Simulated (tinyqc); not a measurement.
# One-sided p+-n junction, ionisation integral and breakdown: multiplication against voltage

A p+ layer at x < 0 and an n drift layer from x = 0. Depletion approximation, built-in voltage neglected. Local ionisation coefficients alpha_n = an exp(-(bn/E)^mx), alpha_p = ap exp(-(bp/E)^mx). Electrons move towards +x, holes towards x = 0.

W = sqrt(2 eps0 eps_r V/(q N)), peak field E0 = q N W/(eps0 eps_r), falling linearly to 0 at W. G(x) = integral from 0 to x of (alpha_n - alpha_p); I_n = integral of alpha_n exp(-G) (electrons injected at x = 0), I_p = integral of alpha_p exp(G(end) - G) (holes injected at the far edge); M = 1/(1 - I). Integrals on a fine grid; BV is where I_n = 1. Here BV = 1466.62 V; the Miller exponent is n = ln(1 - 1/M)/ln(V/BV).

Inputs (values chosen for the exercise); material values close to those of 4H silicon carbide: relative permittivity eps_r = 9.63; prefactor of the electron ionisation coefficient an = 1.72e8 1/cm; field constant for electrons bn = 3.25e7 V/cm; prefactor of the hole ionisation coefficient ap = 3.49e8 1/cm; field constant for holes bp = 2.4e7 V/cm; exponent mx = 1; donor density of the drift layer N = 1.3e16 cm^-3.

Constants: q = 1.602176634e-19 C, eps0 = 8.8541878128e-14 F/cm where lengths are in cm. Results are converted to the units shown.

Result of one run:

| V (V) | E0 (kV/cm) | I_n | I_p | M_n | M_p | Miller n, electrons | Miller n, holes |
|---|---|---|---|---|---|---|---|
| 587 | 1.69e3 | 2.63e-5 | 0.0105 | 1.00 | 1.01 | 11.5 | 4.98 |

What becomes of these results when the reverse voltage V is changed from 587 to 1260 V, all else the same?

Result of the changed run:

| V (V) | E0 (kV/cm) | I_n | I_p | M_n | M_p | Miller n, electrons | Miller n, holes |
|---|---|---|---|---|---|---|---|
| 1260 | 2.48e3 | 0.0628 | 0.862 | 1.07 | 7.22 | 18.2 | 0.981 |

The whole series:

| V (V) | E0 (kV/cm) | I_n | I_p | M_n | M_p | Miller n, electrons | Miller n, holes |
|---|---|---|---|---|---|---|---|
| 587 | 1.69e3 | 2.63e-5 | 0.0105 | 1.00 | 1.01 | 11.5 | 4.98 |
| 733 | 1.89e3 | 2.49e-4 | 0.0560 | 1.00 | 1.06 | 12.0 | 4.16 |
| 880 | 2.07e3 | 0.00142 | 0.187 | 1.00 | 1.23 | 12.8 | 3.28 |
| 1030 | 2.24e3 | 0.00638 | 0.439 | 1.01 | 1.78 | 14.3 | 2.33 |
| 1170 | 2.39e3 | 0.0246 | 0.718 | 1.03 | 3.55 | 16.4 | 1.47 |
| 1260 | 2.48e3 | 0.0628 | 0.862 | 1.07 | 7.22 | 18.2 | 0.981 |
| 1350 | 2.57e3 | 0.182 | 0.952 | 1.22 | 20.6 | 20.6 | 0.600 |
| 1410 | 2.62e3 | 0.414 | 0.984 | 1.71 | 61.9 | 22.4 | 0.414 |
| 1440 | 2.65e3 | 0.651 | 0.994 | 2.86 | 161 | 23.4 | 0.341 |

M_n rises from 1.000 to 2.86 and M_p from 1.011 to 161; both diverge at BV. The Miller exponent for electrons rises from 11.5 to 23.4 and that for holes falls from 4.98 to 0.341, so one exponent describes neither over the whole range. The larger multiplication belongs to holes, whose coefficient at the peak field of the last row is 50.0 times the other.

Program tinyqc, `OMP_NUM_THREADS=1 python tinyqc.py 2120065 2120066 out.jsonl`; Intel Xeon 2.30GHz, shared host, one thread, about 0.06 s.
